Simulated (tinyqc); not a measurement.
Changing the residual resistivity rho_0: Bloch-Grueneisen resistivity of a metal. Computed by tinyqc, a small Python program. Command: `OMP_NUM_THREADS=1 python tinyqc.py 3013299 3013300 out.jsonl bg sweep`. One thread of a shared host (Intel(R) Xeon(R) Processor @ 2.30GHz), about 0.01 s of CPU time with the checks.

Electrons scatter from a Debye spectrum of phonons (n = 5 for scattering within one band, n = 3 for scattering into a second, heavy band) and from static defects.

Inputs (values chosen for the exercise, modelled on copper): exponent n = 5; Debye temperature Theta = 316 K; transport coupling lambda_tr = 0.11; Drude plasma energy hbar w_p = 8.6 eV; temperature T = 120 K.

Addition: none.

Constants: k_B = 1.380649e-23 J/K; hbar = 1.054571817e-34 J s; eps_0 = 8.8541878128e-12 F/m; hbar = 6.582119569e-16 eV s; k_B = 8.617333262e-05 eV/K.

Method:
- J_n(y) = int_0^y x^n e^x/(e^x - 1)^2 dx, by 96 Gauss-Legendre points (upper limit at most 60).
- rho_ph = (n - 1) rho_1 (T/Theta)^n J_n(Theta/T), with rho_1 = 2 pi lambda_tr k_B Theta/(hbar eps_0 w_p^2), the high-temperature line at T = Theta.
- Matthiessen's rule: rho = rho_0 + rho_ph.
- Temperature coefficient (1/rho) d rho/dT by a central difference of +/- 0.5 K; residual ratio rho(295 K)/rho(4.2 K); scattering time tau = 1/(eps_0 w_p^2 rho); Wiedemann-Franz kappa = L_0 T/rho, L_0 = (pi^2/3)(k_B/e)^2.

One run for each value; columns: (1) residual resistivity rho_0 (microohm cm); (2) temperature coefficient (1e-3/K); (3) residual resistance ratio; (4) resistivity rho (microohm cm):
```
(1)        (2)         (3)     (4)
0.002   13.941  8.2988e+02   0.502
0.0073  13.795  2.2812e+02   0.508
0.026   13.305  6.4772e+01   0.526
0.095   11.764  1.8453e+01   0.595
0.35     8.236  5.7374e+00   0.850
1.3      3.890  2.2754e+00   1.800
4.6      1.373  1.3605e+00   5.100
17       0.400  1.0975e+00  17.500
60       0.116  1.0276e+00  60.500
```

Over the rows, temperature coefficient (1e-3/K) falls from 13.9 to 0.116 (exponent d ln y / d ln x -0.0081 between the first rows and -0.98 between the last); residual resistance ratio falls from 830 to 1.03 (exponent d ln y / d ln x -1.00 between the first rows and -0.052 between the last); resistivity rho (microohm cm) rises from 0.502 to 60.5 (exponent d ln y / d ln x 0.0081 between the first rows and 0.98 between the last). At the low end the exponent of residual resistance ratio is -1.00, close to -1: a clean metal, where the ratio is rho(295 K)/rho_0. The product rho times the coefficient, d rho/dT, stays at 7.00 nanoohm cm/K: Matthiessen's rule keeps it fixed.

Caution (rows 0.00200, 0.00730, 0.0260, 0.0950, 0.350): below about Theta/2 small-angle phonon scattering degrades heat flow more than charge flow, so a thermal conductivity taken from rho by the Wiedemann-Franz law would be too high.
